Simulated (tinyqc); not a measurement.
Thermal resistances of a two-die stack.

Question. Heat leaves through the lower die only, and the system is linear. Find the resistance R1 from the lower die to the coolant, R2 between the dies, and the rise of the upper die when both are powered.

Parameters, values chosen for the exercise:
```
symbol  value  unit                 meaning
P1         25     W  power of the lower die
P2        9.1     W  power of the upper die
```

rises of the lower and upper die with only the lower one powered (K): [20.25, 20.25]
rises of the lower and upper die with only the upper one powered (K): [7.371, 9.737]

Solution. With only the lower die powered no heat crosses R2, so both dies rise by P1 R1; the difference in the second test is P2 R2; rises add.

R1 = 0.810 K/W
R2 = 0.260 K/W
rise of the upper die = 30.0 K

tinyqc, about 0.03 s, one thread, Intel Xeon 2.30GHz (shared host): `OMP_NUM_THREADS=1 python tinyqc.py 2162097 2162098 out.jsonl`
